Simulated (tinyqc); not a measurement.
# Changing the solids volume fraction c0

Model: spin coating of a resist or spin-on film: centrifugal thinning, evaporation and the final thickness (Emslie and Meyerhofer models). Computed by tinyqc, a small Python program. Command: `OMP_NUM_THREADS=1 python tinyqc.py 3110704 3110705 out.jsonl spincoat sweep`. One thread of a shared host (Intel(R) Xeon(R) Processor @ 2.30GHz), about 0.3 s of CPU time with the checks.

A Newtonian film stays uniform over the wafer; solvent and solids have the same density and the concentration is uniform through the thickness.

Inputs (values chosen for the exercise, of the order of those of a polymer resist in an ester solvent): kinematic viscosity of the solvent nu_s = 2.2 mm^2/s; viscosity constant k = 2200 mm^2/s; viscosity exponent gamma = 3.2; spin speed f = 2000 rpm; evaporation rate at 1000 rpm e0 = 0.063 micrometre/s; starting thickness h0 = 200 micrometre; wafer radius R = 150 mm; shrinkage in the bake = 12 %.

Method:
- omega = 2 pi f/60; nu(c) = nu_s + k c^gamma; evaporation rate e = e0 sqrt(f/1000 rpm).
- Flow constant K = 2 omega^2/(3 nu(c0)); Reynolds number of the air omega R^2/nu_air with nu_air = 15 mm^2/s.
- Meyerhofer estimate: flow rules until (1 - c0) K h^3 = e, then evaporation alone: h_w = (e/((1 - c0) K))^(1/3), dry film c0 h_w.
- Full model for solids s and liquid l per area, h = s + l, c = s/h: ds/dt = -c Q, dl/dt = -(1 - c) Q - e, Q = 2 omega^2 h^3/(3 nu(c)); integrated adaptively (relative tolerance 1e-9) until l = 0.
- Dry film = s at l = 0, before the bake; film after the bake = s x (1 - shrinkage).

One run for each value:
```
solids volume fraction c0  dry film (nm)  nu(c0) (mm^2/s)  dry film, estimate (nm)  time to dry (s)
0.010                                 19              2.2                       19            25.39
0.016                                 30              2.2                       30            25.29
0.025                                 48              2.2                       48            25.22
0.040                                 79              2.3                       77            25.36
0.063                                134              2.5                      127            26.36
0.100                                258              3.6                      230            29.99
0.160                                582              8.4                      501            39.14
0.250                               1393             28.3                     1215            53.90
0.400                               3634            119.4                     3386            72.26
```

Describe and explain the trends.

Over the rows, dry film (nm) rises from 18.9 to 3630 (exponent d ln y / d ln x 1.0 between the first rows and 2.0 between the last); nu(c0) (mm^2/s) rises from 2.20 to 119 (exponent d ln y / d ln x 0.0030 between the first rows and 3.1 between the last); dry film, estimate (nm) rises from 18.9 to 3390 (exponent d ln y / d ln x 1.0 between the first rows and 2.2 between the last). In the estimate the dry film goes as c0 (nu/(1 - c0))^(1/3), so its exponent rises above 1 once the solids raise the viscosity.

Caution (all rows): above a Reynolds number of about 3e5 the air flow near the rim turns turbulent, and evaporation is no longer uniform.
